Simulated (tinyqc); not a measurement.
Strain-driven crossing of the Gamma and L valleys in a germanium-like crystal alloyed with tin, step by step. Values are carried at full precision from step to step, so a last printed digit may differ when a step is redone from the rounded ones.

With tin the unstrained gaps become E(y) = (1 - y) E + y EgS - CS y (1 - y); all other values are kept.
Constants: kB = 8.617333262e-05 eV/K; hc = 1239.841984 eV nm.

Values chosen for the exercise (near those of Ge, gaps at low temperature; the results hold for these values, not for the real material):
- Eg = 0.886 eV (gap at Gamma to the s-like level)
- EgL = 0.754 eV (gap to L)
- EgS = (-0.351, 0.103) eV (Gamma and L gaps of the tin end)
- CS = (2.86, 0.73) eV (bowing of the Gamma and L gaps)
- y = 0.074 (tin fraction)
- C11 = 127 GPa
- C12 = 48 GPa
- C44 = 67.1 GPa
- load = uniaxial [110] (kind of strain)
- e0 = -0.0042 (size of the strain)
- Dso = 0.288 eV (spin-orbit splitting)
- ac = -8.15 eV (conduction deformation potential)
- av = 1.25 eV (valence hydrostatic potential)
- b = -2.55 eV (tetragonal shear potential)
- d = -5.21 eV (trigonal shear potential)
- aL = -1.65 eV (hydrostatic potential of the L edge, Xd + Xu/3)
- XuL = 17.11 eV (uniaxial potential, L)
- mG = 0.04 m0 (mass at Gamma)
- mL = 0.585 m0 (density-of-states mass of the four L valleys together)
- T = 77 K (temperature)

## Gaps of the unstrained alloy

Give both gaps, their difference, and the y at which they cross (the root of a quadratic between 0 and 0.3).

Gamma and L gaps (eV): 0.5985  0.6558

Gamma - L = -0.0573 eV
crossing y = 0.0506

Without strain the alloy is direct.

## The strain tensor for a uniaxial [110] load

Biaxial loads: e0 is the in-plane strain e_par and the normal is free. (001): e_perp = -2 (C12/C11) e_par; exx = eyy = e_par, ezz = e_perp, no shear. (111): e_perp = -(2 C11 + 4 C12 - 4 C44)/(C11 + 2 C12 + 4 C44) e_par; exx = eyy = ezz = (2 e_par + e_perp)/3 and exy = eyz = ezx = (e_perp - e_par)/3. (110): e_perp = -(C11 + 3 C12 - 2 C44)/(C11 + C12 + 2 C44) e_par; exx = eyy = (e_par + e_perp)/2, ezz = e_par, exy = (e_perp - e_par)/2, eyz = ezx = 0. Uniaxial loads: a stress along n, scaled so that n.e.n = e0, with exx = s11 sxx + s12 (syy + szz), exy = s44 sxy/2, s11 = (C11 + C12)/((C11 - C12)(C11 + 2 C12)), s12 = -C12/((C11 - C12)(C11 + 2 C12)), s44 = 1/C44.

Form the tensor and its trace.

strain tensor in the cubic axes:
```
           x          y         z
x  -0.002065  -0.002135  0.000000
y  -0.002135  -0.002065  0.000000
z   0.000000   0.000000  0.001561
```

tr(e) = -0.002569

## Band edges

Edges from the unstrained valence top: Gamma at Eg + ac tr(e); an L valley with unit axis u at EgL + aL tr(e) + XuL (u.e.u - tr(e)/3), u along [111], [1-1-1], [-11-1], [-1-11]; valence edges are the levels of the 6 x 6 matrix of X, Y, Z times spin with -Dso/3 + l exx + m (eyy + ezz) on the diagonal (cyclic), n exy off it, l = av + 2 b, m = av - b, n = sqrt(3) d. Spin-orbit term (Dso/3) L.sigma on X, Y, Z with (L_k)_ij = -i epsilon_kij: <X+|H|Y+> = -i Dso/3, <X+|H|Z-> = Dso/3, <Y+|H|Z-> = -i Dso/3, <Z+|H|X-> = -Dso/3, <Z+|H|Y-> = i Dso/3, <X-|H|Y-> = i Dso/3, and their conjugates; + and - are the spin along z.

Give the edges and the direct and indirect gaps from the top valence edge.

Gamma edge = 0.6194 eV

L edges (eV): [111] 0.6357, [1-1-1] 0.6844, [-11-1] 0.6844, [-1-11] 0.6357

valence edges from the top (eV): 0.0125  -0.0176  -0.2926

direct and indirect gap (eV): 0.6069  0.6231

The gap is direct: Gamma lies 16 meV below the lowest L valley. The top two valence edges are 30 meV apart.

## Electrons in the Gamma valley

Non-degenerate, parabolic: share = mG^(3/2)/(mG^(3/2) + (mL^(3/2)/4) sum_i exp(-(E_Li - E_Gamma)/kT)). Also the offset at which four equal L valleys hold half of the electrons, kT ln((mL/mG)^(3/2)), and the wavelength hc/E of the direct gap.

(mL/mG)^(3/2) = 55.93
share in Gamma = 29.3 %
offset for an even split = 26.7 meV
wavelength = 2043 nm

With the L valleys as they lie here, Gamma must be 22 meV below the lowest of them to hold half of the electrons at 77 K; it lies 16 meV below. A direct gap alone is not enough.

## Checks

- Gamma and lowest L edge at e0 = 0.03147, where the linear shifts make them meet (eV): both 0.4416.

Computed by tinyqc, a small Python program: `OMP_NUM_THREADS=1 python tinyqc.py 1050029 1050030 out.jsonl` (the numbers bound the seed that draws the inputs); one thread of a shared host (Intel(R) Xeon(R) Processor @ 2.30GHz), about 0.01 s for the whole set of steps.
